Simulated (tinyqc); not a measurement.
Worked calculation: one-electron ion in a basis of Gaussians. One step of it, computed by the program tinyqc.

Problem. Generalised eigenproblem. Solve H C = S C e through S^(-1/2); each column has its largest component positive (the first on a tie).

H = T + V (hartree):
```
           1          2          3          4          5          6
1  -1.069512  -0.895249  -0.439475  -0.154368  -0.045693  -0.012523
2  -0.895249  -1.293397  -1.041290  -0.587739  -0.231492  -0.073020
3  -0.439475  -1.041290  -0.595363  -0.304188  -0.508055  -0.296136
4  -0.154368  -0.587739  -0.304188   3.824368   3.901170   0.624246
5  -0.045693  -0.231492  -0.508055   3.901170  20.995463  19.866368
6  -0.012523  -0.073020  -0.296136   0.624246  19.866368  78.956691
```

S:
```
          1         2         3         4         5         6
1  1.000000  0.609651  0.171955  0.032694  0.005306  0.000813
2  0.609651  1.000000  0.609608  0.172053  0.032711  0.005309
3  0.171955  0.609608  1.000000  0.609867  0.172147  0.032733
4  0.032694  0.172053  0.609867  1.000000  0.609815  0.172132
5  0.005306  0.032711  0.172147  0.609815  1.000000  0.609834
6  0.000813  0.005309  0.032733  0.172132  0.609834  1.000000
```

Give: eigenvalues of S; eigenvalues; coefficients.

Solution.

eigenvalues of S: 0.107  0.244  0.534  1.035  1.715  2.365

eigenvalues (hartree): -1.387  -0.753  0.650  7.029  29.930  107.803

coefficients:
```
       1       2       3       4       5       6
1  0.252   1.161  -0.605  -0.205   0.081  -0.035
2  0.683  -0.681   1.355   0.603  -0.244   0.103
3  0.216  -0.216  -1.289  -1.220   0.558  -0.235
4  0.026  -0.025   0.012   1.444  -1.126   0.511
5  0.003  -0.003  -0.029  -0.126   1.460  -1.027
6  0.000   0.000   0.003   0.031  -0.139   1.345
```

For Z = 5 and l = 2 the exact lowest level is -Z^2/(2 n^2) with n = l + 1: -1.388889 hartree.
